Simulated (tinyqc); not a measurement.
Worked calculation: harmonic frequencies on the RHF/6-311g surface (energies and gradients from PySCF), for H2, spin multiplicity 1. One step of it, computed by the program tinyqc.

Question. Normal modes. Diagonalise H_ij / sqrt(m_i m_j); the 5 smallest eigenvalues belong to translations and rotations; wavenumber = sqrt(eigenvalue / 1822.888) x 219474.63; each mode has its largest component positive (the first on a tie); zero-point energy = sum of wavenumbers / 2, with 349.755 1/cm per kcal/mol.

Hessian (symmetrised) (hartree/bohr^2), order 1Hx, 1Hy, 1Hz, 2Hx, 2Hy, 2Hz:
```
[[0.00000147, 0.00000000, 0.00000000, -0.00000147, 0.00000000, 0.00000000],
 [0.00000000, 0.00000147, 0.00000000, 0.00000000, -0.00000147, 0.00000000],
 [0.00000000, 0.00000000, 0.39985574, 0.00000000, 0.00000000, -0.39985574],
 [-0.00000147, 0.00000000, 0.00000000, 0.00000147, 0.00000000, 0.00000000],
 [0.00000000, -0.00000147, 0.00000000, 0.00000000, 0.00000147, 0.00000000],
 [0.00000000, 0.00000000, -0.39985574, 0.00000000, 0.00000000, 0.39985574]]
```

masses (u): [1.007825, 1.007825]

Give: eigenvalues of the mass-weighted Hessian; harmonic wavenumbers of the vibrations; mass-weighted modes; zero-point energy.

Answer.

eigenvalues of the mass-weighted Hessian (hartree/(bohr^2 u)): [0.0000, 0.0000, 0.0000, 0.0000, 0.0000, 0.7935]

harmonic wavenumbers of the vibrations (1/cm): [4579.1]

mass-weighted modes, order 1Hx, 1Hy, 1Hz, 2Hx, 2Hy, 2Hz:
```
[[0.0000],
 [0.0000],
 [0.7071],
 [0.0000],
 [0.0000],
 [-0.7071]]
```

zero-point energy = 6.5461 kcal/mol
